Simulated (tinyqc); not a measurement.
Energies of the polytypes: polytypes and stacking faults of a tetrahedral semiconductor in an axial Ising model with couplings up to third neighbours. Computed by tinyqc, a small Python program. Command: `OMP_NUM_THREADS=1 python tinyqc.py 3003232 3003233 out.jsonl polytype walk`. One thread of a shared host (Intel(R) Xeon(R) Processor @ 2.30GHz), about 0.01 s of CPU time with the checks.

Each double layer has s = +1 or -1 for the sense of its stacking step; E per pair of atoms = E0 - sum_n J_n <s_i s_(i+n)>, n = 1, 2, 3. Hexagonality h = (1 - <s_i s_(i+1)>)/2.

Inputs (values chosen for the exercise, for a model crystal):
```
quantity    value      unit
J1          -6.67  meV/pair
J2         -0.477  meV/pair
J3          0.091  meV/pair
gap of 3C     3.3        eV
gap of 4H     3.4        eV
```

Method. E - E(3C) = sum_n J_n (1 - C_n), C_n = <s_i s_(i+n)>. The gap is taken linear in h between 3C (h = 0) and 4H (h = 1/2), a rough rule, with a dash beyond.

correlations of the repeat units 3C (+), 2H (+-), 4H (++--), 6H (+++---), 15R (+++--), 8H (++++----), 21R (++++---), 9R (++-):
```
        n = 1     n = 2     n = 3
3C    1.00000   1.00000   1.00000
2H   -1.00000   1.00000  -1.00000
4H    0.00000  -1.00000   0.00000
6H    0.33333  -0.33333  -1.00000
15R   0.20000  -0.60000  -0.60000
8H    0.50000   0.00000  -0.50000
21R   0.42857  -0.14286  -0.71429
9R   -0.33333  -0.33333   1.00000
```

Polytypes:
```
polytype       h  E - E(3C) (meV/pair)  gap by the linear rule (eV)
3C        0.0000                 0.000                       3.3000
2H        1.0000               -13.158                            -
4H        0.5000                -7.533                       3.4000
6H        0.3333                -4.901                       3.3667
15R       0.4000                -5.954                       3.3800
8H        0.2500                -3.675                       3.3500
21R       0.2857                -4.201                       3.3571
9R        0.6667                -9.529                            -
```

E(2H) - E(3C) = -13.158 meV/pair

E(4H) - E(3C) = -7.533 meV/pair

E(6H) - E(3C) = -4.9007 meV/pair

The lowest is 2H, 3.629 meV/pair below 9R. J1/|J2| = -13.98: for J3 = 0 and J2 < 0 the ground state is 2H below -2, 4H between -2 and 2, and 3C above 2; at 2 itself all periods with bands of two or more layers are degenerate.

Extremes, crossings and ranges named in words are read from the listed rows.
